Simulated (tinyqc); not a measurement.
# Changing the pipe diameter d

Model: gas flow in a process chamber: flow regimes, conductance, effective pumping speed, pump-down, outgassing and purge. Computed by tinyqc, a small Python program. Command: `OMP_NUM_THREADS=1 python tinyqc.py 3121166 3121167 out.jsonl pump sweep`. One thread of a shared host (Intel(R) Xeon(R) Processor @ 2.30GHz), about 0.01 s of CPU time with the checks.

Ideal gas, isothermal flow, a pump of constant speed at the end of a round pipe; process gas, volume gas and outgassing are given the same properties. 1 sccm = 101325 Pa x 1e-6 m^3/60 s x T/273.15 K.

Inputs (values chosen for the exercise, modelled on water vapour near room temperature):
```
quantity                     value            unit
molar mass M                 18.02           g/mol
molecular diameter            0.46              nm
viscosity eta                  9.9   micropascal s
temperature T                  293               K
chamber volume V               5.9               L
wall area                      3.5             m^2
pipe length l                   80              cm
pump speed S                   4.9             L/s
process gas flow                23            sccm
outgassing rate after 1 h  1.4e-05  Pa m^3/(s m^2)
outgassing exponent n            1               -
target base pressure        0.0004              Pa
```

Constants: k_B = 1.380649e-23 J/K; u = 1.6605390666e-27 kg.

Method:
- Mean speed c = sqrt(8 k_B T/(pi m)); aperture conductance C_a = c pi d^2/16; molecular pipe C_m = C_a/(1 + 3 l/(4 d)) (Dushman form); viscous pipe C_v = pi d^4 p_mean/(128 eta l); Knudsen interpolation C = C_v + C_m (1 + x)/(1 + 1.24 x), x = d p_mean sqrt(m/(k_B T))/eta.
- Effective speed 1/S_eff = 1/S + 1/C_m; time constant V/S_eff; pressure at which the free path k_B T/(sqrt2 pi d_m^2 p) equals d.
- Steady flow: the pump inlet is at p_2 = Q/S, and the chamber pressure p_1 solves Q = C((p_1 + p_2)/2) (p_1 - p_2). Residence time = p_1 V/Q.
- Knudsen number = free path at the mean pressure over d.
- From the outgassing limit: t = 1 h x (q_1 A/(S_eff p_target))^(1/n) - 10 s; monolayer time at the target = 1e19 m^-2 x 4 k_B T/(p c) for unit sticking.

One run for each value:
```
pipe diameter d (cm)  S_eff in molecular flow (L/s)  chamber pressure p_1 (Pa)  time to the target (h)   C_m (L/s)
1.6                                          0.6625                     20.268                  184.91  7.6604e-01
2.5                                          1.8139                     11.401                   67.53  2.8801e+00
3.8                                          3.2786                      9.144                   37.36  9.9084e+00
8.9                                          4.7044                      8.527                   26.04  1.1788e+02
14.0                                         4.8444                      8.507                   25.28  4.2719e+02
21.0                                         4.8818                      8.504                   25.09  1.3172e+03
32.0                                         4.8942                      8.503                   25.03  4.1033e+03
```

Give the missing row, pipe diameter d (cm) = 5.8.

Computed row:
```
pipe diameter d (cm)  S_eff in molecular flow (L/s)  chamber pressure p_1 (Pa)  time to the target (h)   C_m (L/s)
5.8                                          4.2853                      8.630                   28.58  3.4161e+01
```

Interpolating between the two neighbouring rows (the first column on a logarithmic scale, the others too where they are positive) misses most in time to the target (h), by 9.2 %. Over the rows, S_eff in molecular flow (L/s) rises from 0.662 to 4.89 (exponent d ln y / d ln x 2.3 between the first rows and 0.0060 between the last); chamber pressure p_1 (Pa) falls from 20.3 to 8.50; time to the target (h) falls from 185 to 25.0 (exponent d ln y / d ln x -2.3 between the first rows and -0.0060 between the last). At the high end the exponent of S_eff in molecular flow is 0.01, close to 0: the pump limits.

Caution (rows 1.60): beyond some 100 h the power law gives way to slower sources such as permeation and bulk diffusion; baking is the usual remedy.
